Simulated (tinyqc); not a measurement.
Worked calculation: geometry optimisation on the UHF/3-21g surface (energies and gradients from PySCF), for H2, spin multiplicity 3. The optimisation ends on separated fragments, where the gradient is small because the surface is flat. Computed by tinyqc, a small Python program that keeps every step (integrals from PySCF). Settings: charge = 0, multiplicity = 3, basis = 3-21g, optimiser = bfgs, first Hessian = 0.15, largest step = 0.3, iteration cap = 30. Command: `OMP_NUM_THREADS=1 python tinyqc.py 23267 23268 out.jsonl` (the two numbers bound the seeds that draw the settings). One thread of a shared host (Intel(R) Xeon(R) Processor @ 2.60GHz), about 0.5 s of CPU time with the checks.

## Step 1: energy and gradient

positions at the start (bohr):
```
,x,y,z
1H,0.000000,0.000000,0.000000
2H,0.000000,0.000000,1.547686
```

Self-consistent energy and analytic gradient at these positions.

energy = -0.79064122 hartree

gradient (hartree/bohr):
```
,x,y,z
1H,0.00000000,0.00000000,0.25719359
2H,0.00000000,0.00000000,-0.25719359
```

## Step 1: move

Quasi-Newton step p = -H^(-1) g (first H = 0.15 times the unit matrix); steps longer than 0.3 bohr are cut back (factor 0.124 here).

positions after step 1 (bohr):
```
,x,y,z
1H,0.000000,0.000000,-0.212132
2H,0.000000,0.000000,1.759818
```

## Step 2: energy and gradient

As before.

energy = -0.87411704 hartree

gradient (hartree/bohr):
```
,x,y,z
1H,0.00000000,0.00000000,0.14902508
2H,0.00000000,0.00000000,-0.14902508
```

## Step 2: move

inverse Hessian in use (bohr^2/hartree):
```
,1,2,3,4,5,6
1,6.666667,0.000000,0.000000,0.000000,0.000000,0.000000
2,0.000000,6.666667,0.000000,0.000000,0.000000,0.000000
3,0.000000,0.000000,4.313896,0.000000,0.000000,2.352771
4,0.000000,0.000000,0.000000,6.666667,0.000000,0.000000
5,0.000000,0.000000,0.000000,0.000000,6.666667,0.000000
6,0.000000,0.000000,2.352771,0.000000,0.000000,4.313896
```

Quasi-Newton step p = -H^(-1) g (the inverse Hessian comes from BFGS updates; coordinates in the order x, y, z of each atom); steps longer than 0.3 bohr are cut back (factor 0.726 here).

positions after step 2 (bohr):
```
,x,y,z
1H,0.000000,0.000000,-0.424264
2H,0.000000,0.000000,1.971950
```

## Step 3: energy and gradient

As before.

energy = -0.92372419 hartree

gradient (hartree/bohr):
```
,x,y,z
1H,0.00000000,0.00000000,0.08984091
2H,0.00000000,0.00000000,-0.08984091
```

## Step 3: move

inverse Hessian in use (bohr^2/hartree):
```
,1,2,3,4,5,6
1,6.666667,0.000000,0.000000,0.000000,0.000000,0.000000
2,0.000000,6.666667,0.000000,0.000000,0.000000,0.000000
3,0.000000,0.000000,5.125468,0.000000,0.000000,1.541199
4,0.000000,0.000000,0.000000,6.666667,0.000000,0.000000
5,0.000000,0.000000,0.000000,0.000000,6.666667,0.000000
6,0.000000,0.000000,1.541199,0.000000,0.000000,5.125468
```

Quasi-Newton step p = -H^(-1) g (the inverse Hessian comes from BFGS updates; coordinates in the order x, y, z of each atom); steps longer than 0.3 bohr are cut back (factor 0.659 here).

positions after step 3 (bohr):
```
,x,y,z
1H,0.000000,0.000000,-0.636396
2H,0.000000,0.000000,2.184082
```

## Convergence

Stop when the largest gradient component is below 3e-5 hartree/bohr. The inverse Hessian follows the BFGS update with s = step, y = change of gradient.

Course of the optimisation:
```
step,E (hartree),largest gradient (hartree/bohr)
1,-0.79064122,2.57e-01
2,-0.87411704,1.49e-01
3,-0.92372419,8.98e-02
4,-0.95350323,5.34e-02
5,-0.97096579,3.08e-02
6,-0.98089318,1.72e-02
7,-0.98638106,9.39e-03
8,-0.98934506,5.01e-03
9,-0.99090928,2.60e-03
10,-0.99170992,1.30e-03
11,-0.99210142,6.17e-04
12,-0.99226845,2.95e-04
13,-0.99234154,1.40e-04
14,-0.99237306,6.69e-05
15,-0.99238679,3.19e-05
16,-0.99239277,1.52e-05
```

Final distances (angstrom):
```
pair,distance
2H-1H,3.910076
```

Converged in 16 steps.
